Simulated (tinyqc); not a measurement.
Inside a calculation. Model: effective-mass impurity with a central-cell term, in a basis of Slater functions. Computed by tinyqc, a small Python program that keeps every step. Command: `OMP_NUM_THREADS=1 python tinyqc.py 3017088 3017089 out.jsonl centralcell walk`. One thread of a shared host (Intel(R) Xeon(R) Processor @ 2.30GHz), about 0.01 s of CPU time with the checks. Intermediate numbers are printed to about 6 digits and carried at full precision; extremes and crossings named in words are read from the listed rows.

The envelope obeys H = -nabla^2 - (2/r) [Z + A exp(-kappa r)] in effective units, with kappa = a*/lambda; positive A deepens the well near the core.

Inputs (values chosen for the exercise, with mass and screening modelled on germanium):

| quantity | value | unit |
|---|---|---|
| effective mass m | 0.223 | m_0 |
| dielectric constant eps | 15.9 | - |
| charge Z of the core | 1 | - |
| central-cell strength A | 1.2 | - |
| central-cell range lambda | 1.9 | angstrom |
| basis size n | 4 | - |
| smallest exponent zeta_1 | 0.49 | 1/a* |
| ratio beta of exponents | 2.5 | - |

Impurity: donor, one isotropic band.

Constants: Ry = 13.605693123 eV; a_0 = 0.529177210903 angstrom.

## Effective units

Units: Ry* = Ry m/eps^2 and a* = a_0 eps/m, with m in m_0. kappa = a*/lambda; the hydrogenic ground state is bound by Z^2 Ry*.

Ry* = 12.0014 meV

a* = 37.7306 angstrom

kappa = 19.8582 1/a*

hydrogenic binding energy = 12.0014 meV

## Matrices over the s basis

zeta_i = zeta_1 beta^(i-1), i = 1..n. For s functions exp(-zeta r), with s = zeta_i + zeta_j: S = 2/s^3, T = zeta_i zeta_j S, V = -2 Z/s^2, W = -2 A/(s + kappa)^2; each function is normalised by dividing by sqrt(S_ii S_jj).

exponents (1/a*): 0.49  1.225  3.0625  7.65625

overlap S:
```
         1        2        3        4
1  1.00000  0.73756  0.32802  0.10753
2  0.73756  1.00000  0.73756  0.32802
3  0.32802  0.73756  1.00000  0.73756
4  0.10753  0.32802  0.73756  1.00000
```

kinetic T (Ry*):
```
          1         2         3         4
1    0.2401  0.442719  0.492230  0.403411
2  0.442719  1.500625   2.76699   3.07644
3  0.492230   2.76699   9.37891   17.2937
4  0.403411   3.07644   17.2937   58.6182
```

Coulomb V (Ry*):
```
           1         2         3          4
1      -0.98  -1.26491  -1.16528  -0.875977
2   -1.26491     -2.45  -3.16228   -2.91320
3   -1.16528  -3.16228    -6.125   -7.90569
4  -0.875977  -2.91320  -7.90569   -15.3125
```

central cell W (Ry*):
```
             1            2           3           4
1  -0.00260099  -0.00959269  -0.0321996  -0.0889479
2  -0.00959269   -0.0354610   -0.119649   -0.333843
3   -0.0321996    -0.119649   -0.408427    -1.16579
4   -0.0889479    -0.333843    -1.16579    -3.48303
```

## Generalised eigenproblem

(T + V + W) c = E S c with c^T S c = 1 and the largest component positive.

two lowest levels (Ry*): -1.01769  -0.16583

coefficients of the lowest state: 0.194790  0.888831  -0.065861  0.013074

<T> = 1.10583 Ry*

<W> = -0.0251720 Ry*

## Converged levels

Large basis: zeta_i = 0.06 x 1.6^(i-1), i = 1..22, same formulas; for p functions r exp(-zeta r): S = 24/s^5, T = zeta_i zeta_j S (centrifugal term included), V = -12 Z/s^4, W = -12 A/(s + kappa)^4; overlap eigenvalues below 1e-11 are dropped. Binding energies are -E Ry*; the effective quantum number is nu = Z/sqrt(-E); |psi(0)|^2 is given relative to the hydrogenic Z^3/(pi a*^3).

1s binding energy = 12.2660 meV

2s binding energy = 3.03300 meV

2p binding energy = 3.00033 meV

effective quantum number of 1s = 0.989156

relative |psi(0)|^2 = 1.35715

The central cell moves 1s by +0.265 meV, 2s by +0.033 meV and 2p by a negligible amount: p states vanish at the core, so the 2p level gives the hydrogenic scale and 1s the chemical shift. The small basis lies 0.052 meV above the converged 1s level.

## Chemical shift by three methods

First order: shift = 8 A Z^3/(2 Z + kappa)^2 Ry*. One exponent: minimise zeta^2 - 2 Z zeta - 8 A zeta^3/(2 zeta + kappa)^2 by golden section on 0.2 to 6 Z. All shifts are the binding beyond Z^2 Ry*.

Shift of the 1s binding energy (meV):

| A | first order | one exponent | large basis |
|---|---|---|---|
| -1.20 | -0.241143 | -0.231983 | -0.221641 |
| -0.60 | -0.120571 | -0.118226 | -0.115482 |
| 0.12 | 0.024114 | 0.024211 | 0.024329 |
| 0.30 | 0.060286 | 0.060894 | 0.061648 |
| 0.60 | 0.120571 | 0.123036 | 0.126150 |
| 1.20 | 0.241143 | 0.251262 | 0.264578 |
| 1.50 | 0.301428 | 0.317452 | 0.338990 |

The three columns are ordered, first order <= one exponent <= large basis, since each is a variational bound with more freedom. At the largest attractive A first order gives 89 % and one exponent 94 % of the shift; at the most repulsive A the true shift is -0.222 meV against -0.241. Attraction pulls the envelope in and feeds itself, repulsion pushes it out and saturates.

## Convergence with the basis

The error is the lowest level above the large-basis value.

Error of the 1s level:

| n | error (meV) | largest exponent (1/a*) |
|---|---|---|
| 1 | 3.35492 | 4.90000e-01 |
| 2 | 0.12146 | 1.22500e+00 |
| 3 | 0.08873 | 3.06250e+00 |
| 4 | 0.05229 | 7.65625e+00 |
| 5 | 0.05077 | 1.91406e+01 |
| 6 | 0.04963 | 4.78516e+01 |
| 7 | 0.04926 | 1.19629e+02 |
| 8 | 0.04913 | 2.99072e+02 |

The error falls from 3.35 to 0.0491 meV. The last function changes it by less than 5 %: it has levelled off, and what remains is set by beta and zeta_1, not by the range of exponents.

Checks made by the program: the large basis at A = 0 against Z^2, Z^2/4 and Z^2/4 (relative difference 5e-06).
